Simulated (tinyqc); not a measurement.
A particle near a wafer in liquid: double-layer and van der Waals forces (DLVO), deposition barrier and removal: one step, computed by the program tinyqc.

Sphere and flat wall, Derjaguin approximation, constant potentials in the linear-superposition form, no retardation and no hydration force.

Task: Barrier and secondary minimum. U(h) = Z R exp(-kappa h) - A R/(6 h); F(h) = -dU/dh = kappa Z R exp(-kappa h) - A R/(6 h^2), positive for repulsion. F = 0 reads x^2 exp(-x) = y with x = kappa h and y = A kappa/(6 Z); the left side peaks at x = 2 with 4/e^2 = 0.5413, so roots exist for smaller y: x < 2 is the barrier, x > 2 the secondary minimum.

Inputs (values chosen for the exercise, of the order of those for ceria on silica in water): particle radius R = 310 nm; Hamaker constant A = 1.7e-20 J; temperature T = 323 K.

kappa = 0.1639648 1/nm

Z = 13.42259 pN

Constants: k_B = 1.380649e-23 J/K.

Give: y; position of the barrier; barrier height; position of the secondary minimum; energy at the secondary minimum.

Result:

y = 0.03461

position of the barrier = 1.258 nm

barrier height = 602.6 k_B T

position of the secondary minimum = 44.85 nm

energy at the secondary minimum = -3.794 k_B T

A barrier above 15 k_B T practically stops deposition. The secondary minimum is deep enough to hold particles loosely.
